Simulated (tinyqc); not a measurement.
Two-step dopant diffusion (predeposition and drive-in) with a constant diffusivity: one step, computed by the program tinyqc.

Fick diffusion into a half space x > 0 whose background doping C_B is of the opposite type, so that a junction lies where C = C_B.

Problem. Thermal budget with ramps. D = D0 exp(-E/(k_B T)). Temperatures in kelvin are T(C) + 273.15. One ramp between the stand-by temperature and T2 adds int D dT / rate (40-point Gauss-Legendre); the usual estimate counts it as an extra time k_B T2^2/(E rate) at T2. (Dt)2 = D2 t2 + two ramps, times in seconds.

Inputs (values chosen for the exercise, modelled on arsenic in silicon):
```
quantity                      value    unit
prefactor D0                   7.98  cm^2/s
activation energy E               4      eV
predeposition temperature T1    875       C
drive-in temperature T2        1175       C
drive-in time t2                 60     min
ramp rate                         8   C/min
stand-by temperature            700       C
```

Furnace ramps of the drive-in: linear ramps.

D2 = 9.580888e-14 cm^2/s

Constants: k_B = 8.617333262e-05 eV/K.

Give: budget of one ramp; estimated extra time of one ramp; drive-in budget (Dt)2.

Solution.

budget of one ramp = 3.061e-11 cm^2

estimated extra time of one ramp = 5.647 min

drive-in budget (Dt)2 = 4.061e-10 cm^2

The integral equals 5.32 min at T2, against the estimate 5.65 min; both ramps make 15 % of the budget.
